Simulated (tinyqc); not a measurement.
Empirical pseudopotential in a few plane waves, step by step. Computed by tinyqc, a small Python program that keeps every step. Settings: plane-wave index or count = 15. Command: `OMP_NUM_THREADS=1 python tinyqc.py 24641 24642 out.jsonl` (the two numbers bound the seeds that draw the settings). One thread of a shared host (Intel(R) Xeon(R) Processor @ 2.60GHz), about 0.2 s of CPU time with the checks.

## Bloch Hamiltonian at G

Parameters chosen for this model: fcc lattice, atoms at +/- a/8 (1,1,1); form factors in rydberg at |G|^2 in units of (2 pi/a)^2:

| parameter | value | unit |
|---|---|---|
| a | 6.400000 | angstrom |
| VS(3) | -0.259000 | Ry |
| VS(8) | 0.029000 | Ry |
| VS(11) | 0.037000 | Ry |
| VA(3) | 0 | Ry |
| VA(4) | 0 | Ry |
| VA(11) | 0 | Ry |
| hbar^2/2m (2 pi/a)^2 | 3.672169 | eV |

k point G (2 pi / a): 0  0  0

Basis: the 15 shortest G (labels in 2 pi/a), the same at every k. H(G,G') = c |k + G|^2 delta + VS(|G-G'|^2) cos((G-G').tau) + i VA sin((G-G').tau), tau = a/8 (1,1,1); 1 Ry = 13.605693 eV.

H(k) at G (eV), lower triangle:
```
           +0+0+0     -1-1-1     -1-1+1     -1+1-1     -1+1+1     +1-1-1     +1-1+1     +1+1-1
+0+0+0   0.000000
-1-1-1   2.491756  11.016508
-1-1+1  -2.491756   0.000000  11.016508
-1+1-1  -2.491756   0.000000   0.394565  11.016508
-1+1+1  -2.491756  -0.394565   0.000000   0.000000  11.016508
+1-1-1  -2.491756   0.000000   0.394565   0.394565   0.000000  11.016508
+1-1+1  -2.491756  -0.394565   0.000000   0.000000   0.394565   0.000000  11.016508
+1+1-1  -2.491756  -0.394565   0.000000   0.000000   0.394565   0.000000   0.394565  11.016508
+1+1+1   2.491756   0.000000  -0.394565  -0.394565   0.000000  -0.394565   0.000000   0.000000
-2+0+0   0.000000  -2.491756  -2.491756  -2.491756   2.491756   0.355965  -0.355965  -0.355965
+0-2+0   0.000000  -2.491756  -2.491756   0.355965  -0.355965  -2.491756   2.491756  -0.355965
+0+0-2   0.000000  -2.491756   0.355965  -2.491756  -0.355965  -2.491756  -0.355965   2.491756
+0+0+2   0.000000  -0.355965   2.491756  -0.355965  -2.491756  -0.355965  -2.491756   0.355965
+0+2+0   0.000000  -0.355965  -0.355965   2.491756  -2.491756  -0.355965   0.355965  -2.491756
+2+0+0   0.000000  -0.355965  -0.355965  -0.355965   0.355965   2.491756  -2.491756  -2.491756

           +1+1+1     -2+0+0     +0-2+0     +0+0-2     +0+0+2     +0+2+0     +2+0+0
+1+1+1  11.016508
-2+0+0  -0.355965  14.688678
+0-2+0  -0.355965   0.394565  14.688678
+0+0-2  -0.355965   0.394565   0.394565  14.688678
+0+0+2  -2.491756  -0.394565  -0.394565   0.000000  14.688678
+0+2+0  -2.491756  -0.394565   0.000000  -0.394565   0.394565  14.688678
+2+0+0  -2.491756   0.000000  -0.394565  -0.394565   0.394565   0.394565  14.688678
```

## Levels at G

Diagonalise the Hermitian matrix.

eigenvalues (eV): -3.220950  6.560645  6.607779  6.607779  6.607779  10.621943  10.621943  10.621943  13.899548  13.899548  15.421154  18.702842  18.702842  18.702842  21.906497

## Bands along a path

The same steps at evenly spaced points between the labelled ones.

Bands along the path (eV), lowest eight:

| k | band 1 | band 2 | band 3 | band 4 | band 5 | band 6 | band 7 | band 8 |
|---|---|---|---|---|---|---|---|---|
| L | -1.460077 | 1.222739 | 6.186095 | 6.186095 | 8.676542 | 11.693223 | 11.693223 | 16.231545 |
| L-G 0.25 | -2.057479 | 1.968121 | 6.153966 | 6.153966 | 8.574750 | 11.513099 | 11.513099 | 14.226955 |
| L-G 0.50 | -2.674235 | 3.279193 | 6.291079 | 6.291079 | 8.537893 | 11.306475 | 11.306475 | 12.178971 |
| L-G 0.75 | -3.081231 | 4.877212 | 6.499875 | 6.499875 | 8.013474 | 10.869891 | 10.869891 | 10.896744 |
| G | -3.220950 | 6.560645 | 6.607779 | 6.607779 | 6.607779 | 10.621943 | 10.621943 | 10.621943 |
| G-X 0.25 | -3.033844 | 4.699729 | 6.329251 | 6.329251 | 8.485238 | 10.367230 | 11.220264 | 11.220264 |
| G-X 0.50 | -2.476474 | 2.964943 | 5.847367 | 5.847367 | 9.781822 | 9.976536 | 12.654313 | 12.654313 |
| G-X 0.75 | -1.560768 | 1.426053 | 5.545415 | 5.545415 | 9.685850 | 9.868524 | 14.532513 | 14.532513 |
| X | -0.306434 | 0.122645 | 5.572774 | 5.572774 | 9.322604 | 10.219757 | 16.721796 | 16.721796 |

With 4 band(s) filled, the highest filled level on these points lies at G and the lowest empty one at G: the bands touch or overlap, so there is no gap. This holds for the small fixed basis; with all plane waves up to |k + G|^2 = 21 (2 pi/a)^2 the gap along the path is 0.74 eV.

## Convergence with the number of plane waves

Levels at G counted from the fourth one.

Levels (eV):

| plane waves | level 1 | level 5 | level 8 |
|---|---|---|---|
| 9 | -13.842893 | 0 | 1.578260 |
| 15 | -9.828729 | 0 | 4.014164 |
| 27 | -9.237886 | 0.553496 | 3.417440 |
| 51 | -9.130936 | 0.723424 | 3.596880 |
| 59 | -9.156169 | 0.760382 | 3.432422 |
| 65 | -9.166311 | 0.760382 | 3.416612 |
| 89 | -9.147213 | 0.748804 | 3.429399 |
